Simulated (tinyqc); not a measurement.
From dose to size d_s back to pattern density around the test line: electron-beam lithography: double-Gaussian proximity function, edge placement and dose correction for parallel lines. Computed by tinyqc, a small Python program. Command: `OMP_NUM_THREADS=1 python tinyqc.py 3112466 3112467 out.jsonl proximity inv`. One thread of a shared host (Intel(R) Xeon(R) Processor @ 2.30GHz), about 0.01 s of CPU time with the checks.

Lines are infinitely long. Absorbed energy is counted so that the middle of a very large area written at dose 1 receives 1; the resist develops where it exceeds 1/2.

Inputs (values chosen for the exercise, of the order of those for 100 keV electrons in resist on silicon):
```
quantity                value               unit
forward range alpha     0.017         micrometre
backscatter ratio eta       1                  -
base dose D0               38  microcoulomb/cm^2
width of the test line  0.069         micrometre
```

Method. A test line of width w << beta in surroundings of density rho, all at dose d: near its edge E(x) = d [S + eta rho]/(1 + eta), S = [erf((b - x)/alpha) - erf((a - x)/alpha)]/2 for edges a and b, the second term being the background energy. Dose to size d_s = (1 + eta)/(erf(w/alpha) + 2 eta rho), dose = d_s D0; edge slope d [1 - exp(-w^2/alpha^2)]/(sqrt(pi) alpha (1 + eta)); width change per 1 % of dose = 2 x 0.01 x (1/2)/slope.

Problem. A run gave the result below. Find the pattern density around the test line, known to lie between 0.21 and 0.46.

dose to size d_s = 1.35722

Solution.

Each step takes the trial c = (a f_b - b f_a)/(f_b - f_a), f being the result less the target and a, b, c the logarithms of the listed values; c replaces end b, the old b replaces a if the sign of f changed, and otherwise f_a is halved.

Scan of the range:
```
pattern density around the test line  dose to size d_s
0.210                                          1.40845
0.239                                          1.35318
0.273                                          1.29366
0.311                                          1.23305
0.354                                          1.17096
0.404                                          1.10619
0.460                                          1.04167
```

False position (Illinois rule, in the logarithm of the input) inside the bracket:
```
step     end a     end b     trial  dose to size d_s
1     0.210000  0.239000  0.236751           1.35731
2     0.239000  0.236751  0.236800           1.35722
3     0.239000  0.236800  0.236800           1.35722
4     0.236800  0.236800  0.236800           1.35722
```

Dose to size d_s falls at every point of a 13-point scan of the range (every second point is shown), so one value fits; it is bracketed by 0.210 and 0.239. Answer: pattern density around the test line = 0.2368.
